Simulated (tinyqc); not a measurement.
# Worked calculation: phase-change memory cell, resistance drift and retention

Program tinyqc, `OMP_NUM_THREADS=1 python tinyqc.py 2880056 2880057 out.jsonl`; Intel Xeon 2.30GHz, shared host, one thread, about 0.01 s. Printed values are rounded.

The amorphous state follows Ra = R0 (t/t0)^nu exp[(q Ec/kB)(1/T - 1/(300 K))], with nu taken as independent of T. An intermediate level follows the logarithmic mixing rule ln R = (1 - fa) ln Rc + fa ln Ra with constant Rc. The time to lose the data by crystallisation is tr = tx exp[(q Ex/kB)(1/T - 1/Tx)]; 1 year = 3.15576e7 s. These are empirical laws.

Values chosen for this exercise; values of the order found in chalcogenide phase-change cells:

| symbol | value | unit | meaning |
|---|---|---|---|
| R0 | 1.8 | Mohm | resistance of the amorphous state at t0 and 300 K |
| t0 | 0.001 | s | reference time |
| nu | 0.044 |  | drift exponent |
| Ec | 0.22 | eV | activation energy of conduction |
| Ex | 2.6 | eV | activation energy of crystallisation |
| Tx | 498 | K | temperature of a bake |
| tx | 5400 | s | time to crystallise in that bake |
| T | 300 | K | operating temperature |
| t | 3.15e7 | s | time of the read |
| fa | 0.62 |  | amorphous share of an intermediate level |
| Rc | 12 | kohm | resistance of the crystalline state |

Constants: q = 1.602176634e-19 C, kB = 1.380649e-23 J/K. Results are converted to the units shown.

## Resistances at the read

Ra and the intermediate level as above; its effective drift exponent is fa nu.

drift factor = 2.89685
temperature factor = 1
Ra = 5.21433 Mohm
intermediate level = 0.518504 Mohm
effective exponent = 0.02728

Against R0 the resistance has risen by a factor of 2.90.

## Retention

tr at T; the ten-year temperature solves tr = 10 years: 1/T10 = 1/Tx + (kB/(q Ex)) ln(10 years/tx).

tr = 3.97441e13 years
T10 = 421.619 K
loss of tr per kelvin, q Ex/(kB T^2) = 33.5242 %/K

T lies 122 K below T10, so ten years are met.
